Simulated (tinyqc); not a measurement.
p-n diode, drift-diffusion by the Gummel loop with Scharfetter-Gummel fluxes: one step of the calculation.

Abrupt junction at x = 0, p side from -Lp, n side to Ln, ohmic contacts. psi is counted from the intrinsic level; n = ni exp((psi - phin)/Vt), p = ni exp((phip - psi)/Vt). Contacts: p side psi = V - Vt ln(Na/ni), p = Na, n = ni^2/Na; n side psi = Vt ln(Nd/ni), n = Nd, p = ni^2/Nd. Constant mobilities, D = mu Vt, Boltzmann statistics, SRH recombination through a mid-gap level, U = (n p - ni^2)/(tp (n + ni) + tn (p + ni)). Current is positive from the p contact to the n contact.

Question. Electron continuity. With psi and p held, F_i = (mun Vt/h_i) [n_(i+1) B(d_i) - n_i B(-d_i)], d_i = (psi_(i+1) - psi_i)/Vt, B(d) = d/(exp(d) - 1); solve F_i - F_(i-1) = w_i [(n_i p_i - ni^2)/den_i - G] for the new n, with den = tp (n + ni) + tn (p + ni) taken at the old n and p, h_i = x_(i+1) - x_i, w_i = (h_(i-1) + h_i)/2; phin = psi - Vt ln(n/ni).

Values chosen for this exercise; band and dielectric values close to those of germanium:
- T = 300 K (temperature)
- Na = 7.4e17 cm^-3 (acceptor density of the p side)
- Nd = 5.5e17 cm^-3 (donor density of the n side)
- mun = 1100 cm^2/(V s) (electron mobility)
- tn = 2e-8 s (SRH lifetime of electrons)
- tp = 1e-7 s (SRH lifetime of holes)
- G = 0 cm^-3 s^-1 (uniform generation rate)

Constants: q = 1.602176634e-19 C, kB = 1.380649e-23 J/K, Vt = kB T/q. Results are converted to the units shown.

```
node  x (nm)     psi (V)  n after Poisson (cm^-3)  p after Poisson (cm^-3)
0      -2500  0.12871836              5.6828974e8                   7.4e17
1       -968  0.12860420             1.7818548e15             7.4178185e17
2       -369  0.12856012             2.4952834e15             7.4249528e17
3       -134  0.12854324             2.7787652e15             7.4276993e17
4      -42.8  0.12868626             2.9058355e15             7.3859167e17
5         -7  0.13990379             4.5394281e15             4.7855852e17
6          7  0.24981238             3.1898196e17             6.8135398e15
7       48.5  0.26390686             5.5029674e17             3.9224021e15
8        171  0.26406325             5.5378874e17             3.7937010e15
9        535  0.26402798             5.5348716e17             3.4871628e15
10      1610  0.26392315             5.5259193e17             2.5919350e15
11      4800  0.26361053                   5.5e17              7.6460802e8
```

ni = 2.0506936e13 cm^-3

Wanted: new n; phin after round 2.

Answer.

```
node  new n (cm^-3)  phin after round 2 (V)
0           5.683e8                  0.4000
1          1.781e15                  0.0132
2          2.495e15                  0.0044
3          2.779e15                  0.0016
4          2.906e15                  0.0006
5          4.540e15                  0.0003
6          3.190e17                  0.0003
7          5.504e17                  0.0003
8          5.539e17                  0.0003
9          5.535e17                  0.0003
10         5.526e17                  0.0002
11         5.500e17                  0.0000
```

Program tinyqc, `OMP_NUM_THREADS=1 python tinyqc.py 2240053 2240054 out.jsonl`; Intel Xeon 2.30GHz, shared host, one thread, about 0.2 s.
